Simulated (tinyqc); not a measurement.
Velocity against field: two-valley model of the transferred-electron effect. Computed by tinyqc, a small Python program. Command: `OMP_NUM_THREADS=1 python tinyqc.py 3006549 3006550 out.jsonl gunn walk`. One thread of a shared host (Intel(R) Xeon(R) Processor @ 2.30GHz), about 0.01 s of CPU time with the checks.

Both kinds of valley share one electron temperature T_e, and each has a constant mobility.

Inputs (values chosen for the exercise, modelled on CdTe):
```
quantity                       value        unit
central-valley mass m1         0.097         m_0
satellite-valley mass m2         0.3         m_0
satellite valleys Z                4           -
valley separation dE            0.49          eV
central-valley mobility mu1     1200  cm^2/(V s)
satellite-valley mobility mu2     85  cm^2/(V s)
energy relaxation time tau_E     0.7          ps
lattice temperature T            300           K
electric field F                  23       kV/cm
```

Solver: bisection.

Constants: k_B = 8.617333262e-05 eV/K.

Method. Density-of-states ratio R = Z (m2/m1)^(3/2); n2/n1 = R exp(-dE/(k_B T_e)); mean mobility mu = (mu1 + mu2 n2/n1)/(1 + n2/n1); energy balance e mu F^2 = (3/2) k_B (T_e - T)/tau_E; v = mu F.

low-field mobility = 1200.00 cm^2/(V s)

R = 21.7563

The curve:
```
F (kV/cm)  T_e (K)  share in the satellites (%)  v (1e7 cm/s)  low-field line (1e7 cm/s)
2.3            334                   8.9586e-05        0.2760                      0.276
5.8            519                   3.7582e-02        0.6958                      0.696
12.0          1128                   1.2353e+01        1.2747                      1.440
16.0          1476                   3.1571e+01        1.3568                      1.920
23.0          1978                   5.5100e+01        1.3469                      2.760
32.0          2584                   7.0677e+01        1.3183                      3.840
46.0          3602                   8.1778e+01        1.3256                      5.520
69.0          5685                   8.8891e+01        1.4411                      8.280
120.0        12753                   9.3302e+01        1.9162                     14.400
230.0        40687                   9.4980e+01        3.2425                     27.600
```

v falls between 16 and 32 kV/cm, while the share in the slow valleys goes from 32 to 71 %: transfer outruns the rise of the field. With constant mobilities n2/n1 tends to R and v ends on the line (mu1 + R mu2) F/(1 + R), a mobility of 134; real satellites saturate instead. Rows with T_e above 3000 K lie outside the range of a Maxwellian in parabolic valleys.

Extremes, crossings and ranges named in words are read from the listed rows.
